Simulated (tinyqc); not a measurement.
## Doping and barrier from two capacitances

Question. A Schottky diode on a uniformly doped n-type layer obeys (A/C)^2 = 2 (Vbi - V - Vt)/(q eps0 eps_r Nd) in reverse bias, with phiB = Vbi + Vt ln(Nc/Nd) and image force ignored. Find Nd, Vbi and phiB.

Parameters, values chosen for the exercise; band and dielectric values those of a made-up semiconductor:
- T = 293 K (temperature)
- eps_r = 11.9 (relative permittivity)
- Nc = 2.07e19 cm^-3 (conduction-band density of states at T)
- A = 0.0044 cm^2 (diode area)

Constants: q = 1.602176634e-19 C, kB = 1.380649e-23 J/K, Vt = kB T/q, eps0 = 8.8541878128e-14 F/cm where lengths are in cm. Results are converted to the units shown.

C at V = -0.5 and -4.8 V (pF): 102.25052  49.225695

Solution. The slope of (A/C)^2 against -V gives Nd, the intercept Vbi - Vt, and the Fermi-level depth Vt ln(Nc/Nd) is added for the barrier.

Nd = 8.30e15 cm^-3
Vbi = 0.823 V
phiB = 1.02 eV

Computed by the program tinyqc: `OMP_NUM_THREADS=1 python tinyqc.py 2020105 2020106 out.jsonl`, one thread of a shared Intel Xeon 2.30GHz, about 0.05 s for the whole run.
